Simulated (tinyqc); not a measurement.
Harmonic transition-state theory with quantum, tunnelling and friction corrections: one step, computed by the program tinyqc. Command: `OMP_NUM_THREADS=1 python tinyqc.py 3010346 3010347 out.jsonl rates walk`. One thread of a shared host (Intel(R) Xeon(R) Processor @ 2.30GHz), about 0.03 s of CPU time with the checks.

One atom hops between equivalent sites; three modes at the minimum and two real modes at the saddle are treated as harmonic, the rest of the crystal as unchanged; melting is ignored, so hot rows may lie above the melting point.

Task: Classical rate and diffusivity. Vineyard: nu* = product of minimum frequencies / product of real saddle frequencies; k_cl = nu* exp(-E_b/(k_B T)). Activation entropy S = k_B ln(nu* h/(k_B T)); for uncorrelated jumps D = z k d^2/6 and D0 = z nu* d^2/6; 1 angstrom^2 = 1e-16 cm^2.

Inputs (values chosen for the exercise, modelled on interstitial hydrogen in silicon): barrier E_b = 0.511 eV; temperature T = 391 K; jump length d = 1.92 angstrom; number of jump directions z = 6.

Lattice of sites: three-dimensional.

frequencies at the minimum (THz): [34.1, 45.3, 57.5]

real frequencies at the saddle (THz): [46.8, 66.3]

Constants: k_B = 8.617333262e-05 eV/K; h x 1 THz = 4.135667696 meV.

Give: prefactor nu*; classical rate k_cl; activation entropy in the Eyring form; classical diffusivity D; prefactor D0.

Result:

prefactor nu* = 28.63 THz

classical rate k_cl = 7.417e+06 1/s

activation entropy in the Eyring form = 1.257 k_B

classical diffusivity D = 2.734e-09 cm^2/s

prefactor D0 = 0.01055 cm^2/s

Caution: h nu exceeds k_B T, so zero-point and tunnelling corrections to the classical rate matter.
